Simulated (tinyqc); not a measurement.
Jacobi rotations on a symmetric matrix, step by step. One step of it, computed by the program tinyqc.

Task: Jacobi rotation 1. Take the largest off-diagonal element A_pq; tan 2 theta = 2 A_pq / (A_qq - A_pp) with |theta| <= pi/4; A' = J^T A J with J_pp = J_qq = cos, J_pq = sin, J_qp = -sin.

A, lower triangle:
```
           1          2          3         4         5
1   0.282000
2  -0.246000   0.838000
3   0.252000  -0.224000   1.250000
4   0.170000  -0.161000  -0.545000  2.888000
5  -0.376000  -0.144000  -0.244000  0.037000  3.216000
```

Give: p, q, theta; A'.

Result:

p, q, theta (rad): 3.000  4.000  -0.294

A', lower triangle:
```
        1       2       3      4      5
1   0.282
2  -0.246   0.838
3   0.290  -0.261   1.085
4   0.090  -0.089   0.000  3.053
5  -0.376  -0.144  -0.223  0.106  3.216
```
